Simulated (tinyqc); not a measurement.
# Strain-driven roughening and islands of a mismatched epitaxial film, step by step

A worked calculation. Computed by tinyqc, a small Python program that keeps every step. Command: `OMP_NUM_THREADS=1 python tinyqc.py 3002599 3002600 out.jsonl island walk`. One thread of a shared host (Intel(R) Xeon(R) Processor @ 2.30GHz), about 0.01 s of CPU time with the checks. Intermediate numbers are printed to about 6 digits and carried at full precision; extremes and crossings named in words are read from the listed rows.

Film and substrate share isotropic elastic constants; the film is coherent and biaxially strained.

Inputs (values chosen for the exercise, modelled on InAs on InP):
```
quantity,value,unit
misfit |f|,0.0335,-
shear modulus G,30.3,GPa
Poisson ratio nu,0.3,-
surface energy gamma,0.666,J/m^2
contact angle of the shallow shape theta_1,12.8,degrees
contact angle of the steep shape theta_2,29,degrees
facet energy of shape 1 over gamma,1.008,-
facet energy of shape 2 over gamma,1.019,-
wetting energy gamma_s - gamma,0.23,J/m^2
decay length of wetting delta,0.35,nm
surface mobility D_s nu_s Omega^2/(k_B T),4.2e-34,m^6/(J s)
initial ripple amplitude A0,0.23,nm
ripple wavelength over the critical one,2.6,-
island volume V,4900,nm^3
```

Transport: surface diffusion.

Constants: e = 1.602176634e-19 C.

## Elastic energy of the flat film

M = 2 G (1 + nu)/(1 - nu); stress = M f; energy density w = M f^2.

biaxial modulus M = 112.543 GPa

stress = 3.77019 GPa

energy density w = 126.301 MJ/m^3

## Asaro-Tiller-Grinfeld instability

A ripple A cos(k x) has the surface chemical potential per volume [gamma k^2 - 2 (1 + nu) w k] A cos(k x), so k_c = 2 (1 + nu) w/gamma. With surface diffusion the amplitude grows at the rate q = B k^2 [2 (1 + nu) w k - gamma k^2], fastest at k_m = (3/4) k_c. B is the surface mobility.

k_c = 0.493068 1/nm

critical wavelength = 12.7430 nm

fastest wavelength = 16.9907 nm

growth time 1/q at k_m = 0.573490 s

A ripple of A0 needs about 0.75 s to reach a twentieth of its wavelength.

## A ripple of given wavelength

A ripple A cos(k x) has the surface chemical potential per volume [gamma k^2 - 2 (1 + nu) w k] A cos(k x), so k_c = 2 (1 + nu) w/gamma. With surface diffusion the amplitude grows at the rate q = B k^2 [2 (1 + nu) w k - gamma k^2], fastest at k_m = (3/4) k_c. B is the surface mobility. Stress at the trough = stress x (1 + 2 k A).

k = 0.189641 1/nm

rate q = 0.578864 1/s

q over the largest rate = 0.331973

stress concentration at A0 = 1.08724

The ripple grows.

## Wetting layer

The surface energy depends on thickness as gamma + (gamma_s - gamma) exp(-h/delta). Its curvature adds W2 = (gamma_s - gamma) exp(-h/delta)/delta^2 to the restoring terms; the flat film is stable while W2 > (1 + nu)^2 w^2/gamma, which gives h_c = delta ln[(gamma_s - gamma) gamma/(delta^2 (1 + nu)^2 w^2)], or 0 if negative.

wetting-layer thickness h_c = 1.34293 nm

Layer-by-layer growth up to h_c, then roughening: the Stranski-Krastanov mode.

## Island nucleation

Shallow faceted island (Tersoff form): E = 4 Gam V^(2/3) tan^(1/3)(theta) - 6 c V tan(theta), Gam = gamma [x/sin(theta) - 1/tan(theta)], x the facet energy over gamma, c = stress^2 (1 - nu)/(2 pi G). The barrier is the maximum of E, at V_c = [4 Gam/(9 c)]^3 / tan^2(theta) (1 GPa nm = 1 J/m^2).

c = 0.0522638 GPa

Gam of shape 1 = 0.0987528 J/m^2

critical volume, shape 1 = 11.4737 nm^3

barrier, shape 1 = 2.55101 eV

Gam of shape 2 = 0.198340 J/m^2

critical volume, shape 2 = 15.6163 nm^3

barrier, shape 2 = 8.47114 eV

The shallow shape has the lower barrier. Each barrier is a third of the surface term at V_c and scales as Gam^3/c^2, that is as f^(-4).

## Which shape at the volume V

The two energies cross at V_x^(1/3) = 4 [Gam_2 t2^(1/3) - Gam_1 t1^(1/3)]/(6 c (t2 - t1)), t = tan(theta); mu = dE/dV.

E of shape 1 = -1744.89 eV

E of shape 2 = -4142.58 eV

crossing volume V_x = 64.1725 nm^3

jump of mu at V_x, shape 2 less shape 1 = -34.1925 MJ/m^3

At V the steep shape is lower. At V_x the chemical potential drops, so islands that have turned steep grow at the cost of the shallow ones. Caution: the shallow-slope form overstates the relaxation of facets steeper than about 25 degrees.

## Scaling with the misfit

A ripple A cos(k x) has the surface chemical potential per volume [gamma k^2 - 2 (1 + nu) w k] A cos(k x), so k_c = 2 (1 + nu) w/gamma. With surface diffusion the amplitude grows at the rate q = B k^2 [2 (1 + nu) w k - gamma k^2], fastest at k_m = (3/4) k_c. V_c = [4 Gam/(9 c)]^3/tan^2(theta), barrier = (4/3) Gam V_c^(2/3) tan^(1/3)(theta); the growth time is 1/q at k_m.

Misfit scaled at fixed constants:
```
|f| (%),fastest wavelength (nm),growth time (s),V_c of shape 1 (nm^3),barrier of shape 1 (eV)
0.8375,271.852,3.75843e+04,4.69961e+04,6.53058e+02
1.1725,138.700,2.54672e+03,6.24157e+03,1.69996e+02
1.6750,67.963,1.46813e+02,7.34314e+02,4.08161e+01
2.3450,34.675,9.94814e+00,9.75245e+01,1.06248e+01
3.3500,16.991,5.73490e-01,1.14737e+01,2.55101e+00
4.6900,8.669,3.88599e-02,1.52382e+00,6.64048e-01
```

Halving the misfit stretches the wavelength 4 times, the barrier 16 times, the volume 64 times and the time 256 times: f^(-2), f^(-4), f^(-6), f^(-8). Over these rows the time spans 6.0 decades: strongly mismatched films tend to roughen first, while dilute alloys have time to stay flat. Rows with wavelengths under 10 nm or volumes under 5 nm^3 are beyond the continuum picture.

Checks made by the program: k_m against a numerical maximum of the rate (relative difference 4e-10).
